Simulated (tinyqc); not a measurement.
# Phonon and roughness prefactors from two fields

Question. At 300 K and high field 1/mu = E^(1/3)/Ap + E^gs/As, E in MV/cm. Find Ap and As.

Parameters, values chosen for the exercise:

| symbol | value | unit | meaning |
|---|---|---|---|
| gs | 1 |  | exponent of the roughness term |

mu at E = 0.53 and 1.27 MV/cm (cm^2/(V s)): [136.21929, 92.176266]

Solution. Two linear equations in 1/Ap and 1/As.

Ap = 127.0 cm^2/(V s)
As = 547.0 cm^2/(V s)

Numbers from tinyqc (`OMP_NUM_THREADS=1 python tinyqc.py 2510115 2510116 out.jsonl`; about 0.01 s on one thread of a shared Intel Xeon 2.30GHz).
